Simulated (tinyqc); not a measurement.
Inside a calculation (part 2 of 2). Method: CIS and TDHF on RHF in the sto-6g basis, for BeH2, spin multiplicity 1. Computed by tinyqc, a small Python program that keeps every step (integrals from PySCF). Command: `OMP_NUM_THREADS=1 python tinyqc.py 31430 31431 out.jsonl` (the two numbers bound the seeds that draw the settings). One thread of a shared host (Intel(R) Xeon(R) Processor @ 2.60GHz), about 0.1 s of CPU time with the checks.

Geometry (angstrom):
```
atom,x,y,z
Be,0.000000,0.000000,0.000000
H,0.000000,1.382000,0.163000
H,0.000000,-1.382000,0.163000
```

## TDHF (RPA) singlet states

CIS matrix A, singlet (hartree):
```
,1>4,1>5,1>6,1>7,2>4,2>5,2>6,2>7,3>4,3>5,3>6,3>7
1>4,4.261937,0.000000,-0.021963,0.000000,0.035632,0.000000,0.007565,0.000000,0.000000,0.000000,0.000000,0.001981
1>5,0.000000,4.264055,0.000000,0.000000,0.000000,0.037123,0.000000,0.000000,0.000000,0.000000,0.000000,0.000000
1>6,-0.021963,0.000000,4.607043,0.000000,0.007800,0.000000,-0.001702,0.000000,0.000000,0.000000,0.000000,-0.017669
1>7,0.000000,0.000000,0.000000,4.920378,0.000000,0.000000,0.000000,0.023023,0.001447,0.000000,-0.012738,0.000000
2>4,0.035632,0.000000,0.007800,0.000000,0.386564,0.000000,-0.010837,0.000000,0.000000,0.000000,0.000000,-0.005587
2>5,0.000000,0.037123,0.000000,0.000000,0.000000,0.390169,0.000000,0.000000,0.000000,0.000000,0.000000,0.000000
2>6,0.007565,0.000000,-0.001702,0.000000,-0.010837,0.000000,0.658313,0.000000,0.000000,0.000000,0.000000,0.007082
2>7,0.000000,0.000000,0.000000,0.023023,0.000000,0.000000,0.000000,0.997456,0.004934,0.000000,-0.017160,0.000000
3>4,0.000000,0.000000,0.000000,0.001447,0.000000,0.000000,0.000000,0.004934,0.294326,0.000000,-0.018298,0.000000
3>5,0.000000,0.000000,0.000000,0.000000,0.000000,0.000000,0.000000,0.000000,0.000000,0.296466,0.000000,0.000000
3>6,0.000000,0.000000,0.000000,-0.012738,0.000000,0.000000,0.000000,-0.017160,-0.018298,0.000000,0.615920,0.000000
3>7,0.001981,0.000000,-0.017669,0.000000,-0.005587,0.000000,0.007082,0.000000,0.000000,0.000000,0.000000,0.994314
```

Two-electron integrals over orbitals (pq|rs), unique and non-zero (hartree):
```
p,q,r,s,(pq|rs)
1,1,1,1,2.280588
2,1,1,1,-0.194480
2,1,2,1,0.026007
2,2,1,1,0.480152
2,2,2,1,-0.006144
2,2,2,2,0.393204
3,1,3,1,0.005780
3,2,3,1,0.013013
3,2,3,2,0.163603
3,3,1,1,0.447941
3,3,2,1,-0.002279
3,3,2,2,0.405787
3,3,3,3,0.428477
4,1,1,1,0.045986
4,1,2,1,-0.005638
4,1,2,2,0.003862
4,1,3,3,0.002145
4,1,4,1,0.016792
4,2,1,1,-0.019374
4,2,2,1,0.001896
4,2,2,2,0.011376
4,2,3,3,0.011278
4,2,4,1,0.014000
4,2,4,2,0.048132
4,3,3,1,-0.000165
4,3,3,2,0.012918
4,3,4,3,0.015652
4,4,1,1,0.567391
4,4,2,1,-0.007631
4,4,2,2,0.361589
4,4,3,3,0.350093
4,4,4,1,-0.005594
4,4,4,2,-0.026745
4,4,4,4,0.454515
5,1,5,1,0.016042
5,2,5,1,0.014915
5,2,5,2,0.048140
5,3,5,3,0.014015
5,4,5,1,-0.003692
5,4,5,2,-0.009649
5,4,5,4,0.025940
5,5,1,1,0.570053
5,5,2,1,-0.007293
5,5,2,2,0.364280
5,5,3,3,0.350958
5,5,4,1,0.001404
5,5,4,2,-0.008729
5,5,4,4,0.400668
5,5,5,5,0.450117
6,1,1,1,-0.190735
6,1,2,1,0.026387
6,1,2,2,-0.006087
6,1,3,3,-0.003156
6,1,4,1,-0.002769
6,1,4,2,0.004228
6,1,4,4,-0.006483
6,1,5,5,-0.004768
6,1,6,1,0.027552
6,2,1,1,0.123819
6,2,2,1,-0.006655
6,2,2,2,-0.020235
6,2,3,3,-0.043615
6,2,4,1,0.004110
6,2,4,2,-0.003566
6,2,4,4,0.051150
6,2,5,5,0.056774
6,2,6,1,-0.004353
6,2,6,2,0.079447
6,3,3,1,-0.001716
6,3,3,2,-0.092429
6,3,4,3,-0.010576
6,3,6,3,0.081902
6,4,1,1,0.016425
6,4,2,1,0.000655
6,4,2,2,0.003705
6,4,3,3,-0.002853
6,4,4,1,0.014306
6,4,4,2,0.039569
6,4,4,4,-0.005207
6,4,5,5,0.006213
6,4,6,1,0.003681
6,4,6,2,0.021023
6,4,6,4,0.044384
6,5,5,1,0.016037
6,5,5,2,0.046274
6,5,5,4,-0.006658
6,5,6,5,0.049780
6,6,1,1,0.487170
6,6,2,1,-0.007004
6,6,2,2,0.395833
6,6,3,3,0.404363
6,6,4,1,0.009061
6,6,4,2,0.026382
6,6,4,4,0.358945
6,6,5,5,0.366989
6,6,6,1,-0.005353
6,6,6,2,-0.024431
6,6,6,4,0.016560
6,6,6,6,0.418489
7,1,3,1,0.010853
7,1,3,2,0.019389
7,1,4,3,-0.000768
7,1,6,3,-0.001148
7,1,7,1,0.020718
7,2,3,1,0.003796
7,2,3,2,-0.044237
7,2,4,3,-0.012188
7,2,6,3,0.060919
7,2,7,1,0.007492
7,2,7,2,0.057500
7,3,1,1,0.142739
7,3,2,1,-0.004562
7,3,2,2,-0.005718
7,3,3,3,-0.020467
7,3,4,1,-0.000501
7,3,4,2,-0.017448
7,3,4,4,0.062179
7,3,5,5,0.062102
7,3,6,1,-0.003614
7,3,6,2,0.073040
7,3,6,4,0.008244
7,3,6,6,-0.023775
7,3,7,3,0.084410
7,4,3,1,-0.002983
7,4,3,2,-0.029309
7,4,4,3,0.011491
7,4,6,3,0.017003
7,4,7,1,-0.004986
7,4,7,2,0.004489
7,4,7,4,0.022480
7,5,5,3,0.013576
7,5,7,5,0.016573
7,6,3,1,0.010441
7,6,3,2,0.138999
7,6,4,3,0.014275
7,6,6,3,-0.090478
7,6,7,1,0.015847
7,6,7,2,-0.053586
7,6,7,4,-0.024695
7,6,7,6,0.133419
7,7,1,1,0.567325
7,7,2,1,-0.008040
7,7,2,2,0.419958
7,7,3,3,0.438144
7,7,4,1,0.001100
7,7,4,2,0.002121
7,7,4,4,0.388909
7,7,5,5,0.386970
7,7,6,1,-0.008225
7,7,6,2,-0.030494
7,7,6,4,-0.007128
7,7,6,6,0.428220
7,7,7,3,-0.006308
7,7,7,7,0.477759
```

B(ia,jb) = 2 (ia|jb) - (ib|ja); the squared energies are the eigenvalues of (A - B)(A + B); 1 hartree = 27.211386 eV.

TDHF matrix B, singlet (hartree):
```
,1>4,1>5,1>6,1>7,2>4,2>5,2>6,2>7,3>4,3>5,3>6,3>7
1>4,0.016792,0.000000,-0.002769,0.000000,0.014000,0.000000,0.003992,0.000000,0.000000,0.000000,0.000000,-0.000234
1>5,0.000000,0.016042,0.000000,0.000000,0.000000,0.014915,0.000000,0.000000,0.000000,0.000000,0.000000,0.000000
1>6,-0.002769,0.000000,0.027552,0.000000,0.004345,0.000000,-0.004353,0.000000,0.000000,0.000000,0.000000,-0.006080
1>7,0.000000,0.000000,0.000000,0.020718,0.000000,0.000000,0.000000,0.007492,-0.001035,0.000000,0.001317,0.000000
2>4,0.014000,0.000000,0.004345,0.000000,0.048132,0.000000,-0.003566,0.000000,0.000000,0.000000,0.000000,-0.022709
2>5,0.000000,0.014915,0.000000,0.000000,0.000000,0.048140,0.000000,0.000000,0.000000,0.000000,0.000000,0.000000
2>6,0.003992,0.000000,-0.004353,0.000000,-0.003566,0.000000,0.079447,0.000000,0.000000,0.000000,0.000000,0.085161
2>7,0.000000,0.000000,0.000000,0.007492,0.000000,0.000000,0.000000,0.057500,-0.006927,0.000000,0.048798,0.000000
3>4,0.000000,0.000000,0.000000,-0.001035,0.000000,0.000000,0.000000,-0.006927,0.015652,0.000000,-0.010576,0.000000
3>5,0.000000,0.000000,0.000000,0.000000,0.000000,0.000000,0.000000,0.000000,0.000000,0.014015,0.000000,0.000000
3>6,0.000000,0.000000,0.000000,0.001317,0.000000,0.000000,0.000000,0.048798,-0.010576,0.000000,0.081902,0.000000
3>7,-0.000234,0.000000,-0.006080,0.000000,-0.022709,0.000000,0.085161,0.000000,0.000000,0.000000,0.000000,0.084410
```

squared energies w^2 (hartree^2): 0.085744  0.087696  0.146305  0.149626  0.370111  0.421731  0.972044  0.990677  18.154532  18.184506  21.237633  24.211293

TDHF energies from the positive w^2 (eV): 7.968073  8.058232  10.408321  10.525775  16.554529  17.671306  26.828333  27.084244  115.942644  116.038317  125.401786  133.893550

## CIS matrix, triplets

orbital energies (hartree): MO1 -4.592546, MO2 -0.448691, MO3 -0.409917, MO4 0.203198, MO5 0.209478, MO6 0.446562, MO7 0.853721

A(ia,jb) = (e_a - e_i) d_ij d_ab - (ij|ab).

CIS matrix A, triplet (hartree):
```
,1>4,1>5,1>6,1>7,2>4,2>5,2>6,2>7,3>4,3>5,3>6,3>7
1>4,4.228353,0.000000,-0.016425,0.000000,0.007631,0.000000,-0.000655,0.000000,0.000000,0.000000,0.000000,0.002983
1>5,0.000000,4.231971,0.000000,0.000000,0.000000,0.007293,0.000000,0.000000,0.000000,0.000000,0.000000,0.000000
1>6,-0.016425,0.000000,4.551938,0.000000,-0.000655,0.000000,0.007004,0.000000,0.000000,0.000000,0.000000,-0.010441
1>7,0.000000,0.000000,0.000000,4.878942,0.000000,0.000000,0.000000,0.008040,0.002983,0.000000,-0.010441,0.000000
2>4,0.007631,0.000000,-0.000655,0.000000,0.290301,0.000000,-0.003705,0.000000,0.000000,0.000000,0.000000,0.029309
2>5,0.000000,0.007293,0.000000,0.000000,0.000000,0.293889,0.000000,0.000000,0.000000,0.000000,0.000000,0.000000
2>6,-0.000655,0.000000,0.007004,0.000000,-0.003705,0.000000,0.499420,0.000000,0.000000,0.000000,0.000000,-0.138999
2>7,0.000000,0.000000,0.000000,0.008040,0.000000,0.000000,0.000000,0.882455,0.029309,0.000000,-0.138999,0.000000
3>4,0.000000,0.000000,0.000000,0.002983,0.000000,0.000000,0.000000,0.029309,0.263022,0.000000,0.002853,0.000000
3>5,0.000000,0.000000,0.000000,0.000000,0.000000,0.000000,0.000000,0.000000,0.000000,0.268436,0.000000,0.000000
3>6,0.000000,0.000000,0.000000,-0.010441,0.000000,0.000000,0.000000,-0.138999,0.002853,0.000000,0.452116,0.000000
3>7,0.002983,0.000000,-0.010441,0.000000,0.029309,0.000000,-0.138999,0.000000,0.000000,0.000000,0.000000,0.825495
```

## CIS triplet states

Diagonalise A (1 hartree = 27.211386 eV); each vector has its largest component positive (the first on a tie).

triplet excitation energies (eV): 7.104461  7.304528  7.853211  7.996769  11.208924  12.203884  23.893501  25.158139  115.037167  115.158164  123.888358  132.763990

lowest vectors:
```
,state 1,state 2,state 3,state 4,state 5,state 6
1>4,0.000000,0.000000,-0.001891,0.000000,0.000000,-0.000195
1>5,0.000000,0.000000,0.000000,-0.001852,0.000000,0.000000
1>6,0.000000,0.000000,0.000035,0.000000,0.000000,-0.000724
1>7,-0.000672,0.000000,0.000000,0.000000,0.001689,0.000000
2>4,0.000000,0.000000,0.997938,0.000000,0.000000,0.041519
2>5,0.000000,0.000000,0.000000,0.999998,0.000000,0.000000
2>6,0.000000,0.000000,-0.022161,0.000000,0.000000,0.938502
2>7,-0.060115,0.000000,0.000000,0.000000,0.278322,0.000000
3>4,0.996466,0.000000,0.000000,0.000000,0.073170,0.000000
3>5,0.000000,1.000000,0.000000,0.000000,0.000000,0.000000
3>6,-0.058661,0.000000,0.000000,0.000000,0.957695,0.000000
3>7,0.000000,0.000000,-0.060204,0.000000,0.000000,0.342767
```

## TDHF (RPA) triplet states

B(ia,jb) = - (ib|ja); the squared energies are the eigenvalues of (A - B)(A + B); 1 hartree = 27.211386 eV.

TDHF matrix B, triplet (hartree):
```
,1>4,1>5,1>6,1>7,2>4,2>5,2>6,2>7,3>4,3>5,3>6,3>7
1>4,-0.016792,0.000000,0.002769,0.000000,-0.014000,0.000000,-0.004228,0.000000,0.000000,0.000000,0.000000,0.000768
1>5,0.000000,-0.016042,0.000000,0.000000,0.000000,-0.014915,0.000000,0.000000,0.000000,0.000000,0.000000,0.000000
1>6,0.002769,0.000000,-0.027552,0.000000,-0.004110,0.000000,0.004353,0.000000,0.000000,0.000000,0.000000,0.001148
1>7,0.000000,0.000000,0.000000,-0.020718,0.000000,0.000000,0.000000,-0.007492,0.000501,0.000000,0.003614,0.000000
2>4,-0.014000,0.000000,-0.004110,0.000000,-0.048132,0.000000,0.003566,0.000000,0.000000,0.000000,0.000000,0.012188
2>5,0.000000,-0.014915,0.000000,0.000000,0.000000,-0.048140,0.000000,0.000000,0.000000,0.000000,0.000000,0.000000
2>6,-0.004228,0.000000,0.004353,0.000000,0.003566,0.000000,-0.079447,0.000000,0.000000,0.000000,0.000000,-0.060919
2>7,0.000000,0.000000,0.000000,-0.007492,0.000000,0.000000,0.000000,-0.057500,0.017448,0.000000,-0.073040,0.000000
3>4,0.000000,0.000000,0.000000,0.000501,0.000000,0.000000,0.000000,0.017448,-0.015652,0.000000,0.010576,0.000000
3>5,0.000000,0.000000,0.000000,0.000000,0.000000,0.000000,0.000000,0.000000,0.000000,-0.014015,0.000000,0.000000
3>6,0.000000,0.000000,0.000000,0.003614,0.000000,0.000000,0.000000,-0.073040,0.010576,0.000000,-0.081902,0.000000
3>7,0.000768,0.000000,0.001148,0.000000,0.012188,0.000000,-0.060919,0.000000,0.000000,0.000000,0.000000,-0.084410
```

squared energies w^2 (hartree^2): 0.067006  0.071862  0.080504  0.084022  0.153697  0.185311  0.766093  0.850139  17.871387  17.909014  20.727267  23.803965

TDHF energies from the positive w^2 (eV): 7.043787  7.294565  7.720726  7.887627  10.668020  11.713906  23.817245  25.089711  115.034947  115.155983  123.885845  132.762468
